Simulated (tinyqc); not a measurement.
Changing the dose Q: ion implantation: universal nuclear stopping, Lindhard-Scharff electronic stopping and a Gaussian range profile. Computed by tinyqc, a small Python program. Command: `OMP_NUM_THREADS=1 python tinyqc.py 3018055 3018056 out.jsonl implant sweep`. One thread of a shared host (Intel(R) Xeon(R) Processor @ 2.30GHz), about 0.1 s of CPU time with the checks.

An ion slows by elastic collisions with screened nuclei and by friction with electrons; channelling is ignored and the target is uniform.

Inputs (values chosen for the exercise, modelled on germanium ions in silicon):
```
quantity                                 value    unit
ion atomic number Z1                        32       -
ion mass M1                                 74       u
target atomic number Z2                     14       -
target mass M2                           28.09       u
target density N                         49.94  1/nm^3
ion energy E                                50     keV
scale factor of electronic stopping k      1.4       -
background C_B                         5.1e+15  1/cm^3
displacement energy E_d                     15      eV
```

Method:
- Reduced energy eps = 32.53 M2 E/(Z1 Z2 (M1 + M2)(Z1^0.23 + Z2^0.23)), E in keV; s_n = ln(1 + 1.1383 eps)/(2 (eps + 0.01321 eps^0.21226 + 0.19593 eps^0.5)) for eps up to 30 and ln(eps)/(2 eps) above; S_n = 8.462 Z1 Z2 M1 s_n/((M1 + M2)(Z1^0.23 + Z2^0.23)) in 1e-15 eV cm^2.
- S_e = k 3.83 Z1^(7/6) Z2/(Z1^(2/3) + Z2^(2/3))^(3/2) sqrt(E/M1) in 1e-15 eV cm^2, E in keV.
- Path length R = int_0^E dE'/(N (S_n + S_e)); energy lost to nuclei nu = int_0^E S_n/(S_n + S_e) dE' (both with E' = E y^3 and 64 Gauss-Legendre points in y).
- Estimates of Lindhard type: R_p = R/(1 + M2/(3 M1)), straggle dR_p = (2/3) R_p sqrt(M1 M2)/(M1 + M2).
- C(x) = C_p exp(-(x - R_p)^2/(2 dR_p^2)) with C_p = Q/(sqrt(2 pi) dR_p), 1 nm = 1e-7 cm; the profile falls to the background at x_j = R_p + dR_p sqrt(2 ln(C_p/C_B)); the peak atomic fraction is C_p/N.
- Kinchin-Pease count with efficiency 0.8: N_d = 0.8 nu/(2 E_d), taking all of nu as damage energy (an upper estimate, as recoils also lose energy to electrons). Spread over a depth R_p + dR_p, displacements per atom = Q N_d/(N (R_p + dR_p)).

One run for each value:
```
dose Q (1/cm^2)  depth x_j where C falls to C_B (nm)  peak concentration C_p (1/cm^3)  displacements per atom
1.00e+12                                        76.8                        3.243e+17               4.250e-03
3.70e+12                                        82.0                        1.200e+18               1.573e-02
1.40e+13                                        86.6                        4.541e+18               5.950e-02
5.20e+13                                        90.8                        1.687e+19               2.210e-01
1.90e+14                                        94.6                        6.163e+19               8.075e-01
7.20e+14                                        98.3                        2.335e+20               3.060e+00
2.70e+15                                       101.7                        8.757e+20               1.148e+01
1.00e+16                                       104.9                        3.243e+21               4.250e+01
```

Over the rows, depth x_j where C falls to C_B (nm) rises from 76.8 to 105 (exponent d ln y / d ln x 0.050 between the first rows and 0.024 between the last); peak concentration C_p (1/cm^3) rises from 3.24e17 to 3.24e21 (exponent d ln y / d ln x about 1.0 throughout); displacements per atom rises from 0.00425 to 42.5 (exponent d ln y / d ln x about 1.0 throughout). The exponent of peak concentration C_p stays at 1: the profile scales with dose. The exponent of displacements per atom stays at 1: cascades are counted independently. The dose enters x_j only through the root of a logarithm.

Caution (rows 5.20e13, 1.90e14, 7.20e14, 2.70e15, 1.00e16): above a few tenths of a displacement per atom cascades overlap, so the count overstates new damage; heavy ions turn silicon and germanium amorphous at such levels, while light ions such as boron and metal targets anneal much of the damage. Caution (rows 1.00e16): the peak exceeds 5 atomic %, where sputtering and the changed target matter.

Extremes, crossings and ranges named in words are read from the listed rows.
